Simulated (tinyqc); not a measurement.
Bond-orbital model of a tetrahedral semiconductor (Harrison's universal couplings), step by step. Values are carried at full precision from step to step, so a last printed digit may differ when a step is redone from the rounded ones.

Hybrid level eh = (es + 3 ep)/4; metallic energy V1 = (ep - es)/4 for each atom; covalent energy V2 = 3.22 hbar^2/(m d^2); polar energy V3 = (ehc - eha)/2; hbar^2/m = 2c, c = hbar^2/2m0. Polarity ap = V3/sqrt(V2^2 + V3^2), covalency ac = V2/sqrt(V2^2 + V3^2). p-p coupling at Gamma Exx = (4/3)(2.22 - 2 x 0.63) hbar^2/(m d^2) = 1.28 hbar^2/(m d^2), s-s coupling Ess = 4 x 1.32 hbar^2/(m d^2).

Constants: hbar^2/2m0 = 3.80998211 eV angstrom^2.

Values chosen for the exercise (near tabulated values for GaSb; the model gives trends, and its gaps can be far from the real ones; not measured data): esc = -11.43 eV (s level, cation); epc = -5.59 eV (p level, cation); esa = -16.22 eV (s level, anion); epa = -8.13 eV (p level, anion); d = 2.65 angstrom (bond length); Z = 5 (valence electrons of the anion).

## The three energies

Form the hybrid levels, V1, V2 and V3.

hbar^2/(m d^2) = 1.0851 eV

hybrid levels (eV): cation -7.0500, anion -10.1525

V1 (eV): cation 1.4600, anion 2.0225

V2, V3 (eV): 3.4940  1.5513

## Bond and antibond

The 2 x 2 problem [[ehc, -V2], [-V2, eha]] gives (ehc + eha)/2 -/+ sqrt(V2^2 + V3^2); ap = V3/sqrt(V2^2 + V3^2), ac = V2/sqrt(V2^2 + V3^2); the bond has weight (1 + ap)/2 on the anion.

levels (eV): bond -12.4241, antibond -4.7784

ap = 0.4058
ac = 0.9140
weight on the anion = 0.7029

## Charges

With dZ = Z - 4: effective charge Z* = 4 ap - dZ (positive on the cation); transverse charge eT* = Z* + (8/3) ap ac^2.

Z* = 0.623 e
eT* = 1.527 e

Charge that flows along the bonds as they stretch adds 0.90 e to the static value.

## Metallicity and a gap from the bond picture

Neighbouring bonds couple through V1: averaged V1b = V1c (1 - ap)/2 + V1a (1 + ap)/2 for the bond band and V1x = V1c (1 + ap)/2 + V1a (1 - ap)/2 for the antibond band. The top of the bond band lies V1b above the bond level and the bottom of the antibond band 3 V1x below the antibond level, so the gap is 2 sqrt(V2^2 + V3^2) - V1b - 3 V1x; metallicity am = (V1b + 3 V1x)/(2 sqrt(V2^2 + V3^2)).

V1b, V1x (eV): 1.8554  1.6271

gap = 0.909 eV
am = 0.881

The gap closes where am reaches one. The model gives trends; its gap can miss the real one by a factor of two to five, most in ratio for narrow gaps and most in eV for first-row compounds.

## Band edges at Gamma

Ev is the lower root of [[epa, Exx], [Exx, epc]] and the s-like conduction level the upper root of [[esa, Ess], [Ess, esc]], with Exx = 1.28 u and Ess = 5.28 u, u = hbar^2/(m d^2).

Exx, Ess (eV): 1.3889  5.7292

Ev = -8.742 eV
s-like conduction level = -7.615 eV
E0 gap = 1.127 eV

Universal couplings give the trend of E0 from compound to compound, not its value; it can miss by several eV and by a factor of two or more, and spin-orbit coupling is left out.

## Checks

- Bond level from the formula against the 2 x 2 matrix: both -12.4241.

Program tinyqc; command `OMP_NUM_THREADS=1 python tinyqc.py 1452221 1452222 out.jsonl`; about 0.01 s on one thread of a shared Intel(R) Xeon(R) Processor @ 2.30GHz.
